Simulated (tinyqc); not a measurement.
Changing the field F: Haynes-Shockley experiment: drift, diffusion and decay of a minority-carrier pulse. Computed by tinyqc, a small Python program. Command: `OMP_NUM_THREADS=1 python tinyqc.py 3112344 3112345 out.jsonl haynes sweep`. One thread of a shared host (Intel(R) Xeon(R) Processor @ 2.30GHz), about 0.02 s of CPU time with the checks.

A thin sheet of excess carriers is made at x = 0, t = 0 in a long uniform bar; injection is low, so the pulse moves with the minority mobility.

Inputs (values chosen for the exercise, modelled on holes in n-type silicon in a lightly doped bar): minority mobility mu = 446 cm^2/(V s); lifetime tau = 20 microsecond; temperature T = 300 K; distance d to the collector = 0.29 cm; injected sheet density N0 = 1.3e+09 1/cm^2.

Constants: k_B = 8.617333262e-05 eV/K.

Method:
- D = mu k_B T/e, v = mu F.
- Transit time d/v, diffusion length sqrt(D tau), drift length v tau, Peclet number v d/D = e F d/(k_B T).
- dn(x, t) = N0/sqrt(4 pi D t) exp(-(x - v t)^2/(4 D t) - t/tau).
- At fixed x the signal peaks where d ln(dn)/dt = 0: a t^2 + t/2 - x^2/(4 D) = 0 with a = v^2/(4 D) + 1/tau.
- The full width at half maximum is found by solving dn(x, t) = peak/2 on both sides of the peak.
- With w the full width at half maximum: mu = d/(F t_p); D = (w d)^2/(16 ln2 t_p^3); Einstein ratio D/mu against k_B T/e.

One run for each value; columns: (1) field F (V/cm); (2) time of the peak t_p (microsecond); (3) width at half maximum (microsecond); (4) peak density (1/cm^3); (5) error of mu (%):
```
(1)      (2)    (3)        (4)    (5)
9.4    64.46  20.33  4.699e+08  7.310
15.0   42.03  10.68  1.957e+09  3.140
23.0   27.86   5.75  5.011e+09  1.478
37.0   17.46   2.85  1.075e+10  0.664
58.0   11.17   1.46  1.845e+10  0.326
91.0    7.13   0.74  2.829e+10  0.168
140.0   4.64   0.39  3.974e+10  0.093
```

Describe and explain the trends.

Over the rows, time of the peak t_p (microsecond) falls from 64.5 to 4.64 (exponent d ln y / d ln x -0.92 between the first rows and -1.00 between the last); width at half maximum (microsecond) falls from 20.3 to 0.390 (exponent d ln y / d ln x -1.4 between the first rows and -1.5 between the last); peak density (1/cm^3) rises from 4.70e8 to 3.97e10 (exponent d ln y / d ln x 3.1 between the first rows and 0.79 between the last). At the high end the exponent of time of the peak t_p is -1.00, close to -1: pure drift, t = d/(mu F). At the high end the exponent of width at half maximum is -1.50, close to -1.5: sqrt(D t)/v with t = d/v.  Left out: 6.00 (the pulse dies before the collector).

Extremes, crossings and ranges named in words are read from the listed rows.
